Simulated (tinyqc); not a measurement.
## CMOS inverter, nodal equation and switching: effect of the n-channel threshold

An n-channel pull-down (bn, VTn) and a p-channel pull-up (bp, VTp) share the input Vin and the output node Vout, which carries the load C. Transistor (EKV form, voltages against the body): I = 2 n b Vt^2 [F(vp - Vs) - F(vp - Vd)] from drain to source, F(v) = ln^2(1 + exp(v/(2 Vt))), vp = (Vg - VT + sg |Vd - Vs|)/n. n-channel bodies are at 0; for the p-channel device all voltages are counted down from Vdd. b in uA/V^2 gives I in uA. Static: In = Ip. Transient: C dVout/dt = Ip - In. No velocity saturation, no gate capacitance beyond C.

VM solves In = Ip with Vin = Vout; VIL and VIH are the inputs of gain -1, NML = VIL - Vout(VIH), NMH = Vout(VIL) - VIH. For a step input the delay to Vdd/2 is tHL = C times the integral of dV/(In - Ip) from Vdd/2 to Vdd at Vin = Vdd, and tLH likewise with Ip - In from 0 to Vdd/2 at Vin = 0.

Parameters, values chosen for the exercise:
- T = 300 K (temperature)
- Vdd = 0.8 V (supply voltage)
- n = 1.27 (slope factor)
- sg = 0.045 (drain-induced barrier lowering)
- VTp = 0.27 V (p-channel threshold (magnitude))
- bn = 270 uA/V^2 (gain factor of the pull-down transistor)
- bp = 220 uA/V^2 (gain factor of the pull-up transistor)
- C = 2.7 fF (load capacitance)

Constants: q = 1.602176634e-19 C, kB = 1.380649e-23 J/K, Vt = kB T/q. Results are converted to the units shown.

Results:
```
VTn (V),VM (V),gain at VM,NML (V),NMH (V),tHL (ps),tLH (ps)
0.15,0.3318,-22.11,0.2143,0.3609,22.37,40.27
0.2,0.3568,-22.20,0.2500,0.3434,25.97,40.26
0.25,0.3817,-22.21,0.2850,0.3255,30.59,40.26
0.3,0.4065,-22.22,0.3193,0.3072,36.62,40.26
0.35,0.4313,-22.22,0.3528,0.2885,44.67,40.26
0.4,0.4560,-22.22,0.3854,0.2691,55.73,40.26
0.5,0.5050,-22.21,0.4476,0.2283,94.83,40.26
```

Estimate the missing row, VTn = 0.45 V.

Computed row:
```
VTn (V),VM (V),gain at VM,NML (V),NMH (V),tHL (ps),tLH (ps)
0.45,0.4805,-22.21,0.4170,0.2491,71.45,40.26
```

With this row back in the table: As VTn goes from 0.15 to 0.5 V, VM rises from 0.332 to 0.505 V, the size of the gain stays near 22.2, tHL rises from 22.4 to 94.8 ps and tLH stays near 40.3 ps. The smaller margin is largest, 0.307 V, at VTn = 0.3 V among the rows. In every row the overdrive passes 0.5 V, where velocity saturation, left out here, would lengthen the delays of short devices.

tinyqc, about 0.05 s, one thread, Intel Xeon 2.30GHz (shared host): `OMP_NUM_THREADS=1 python tinyqc.py 2340131 2340132 out.jsonl`
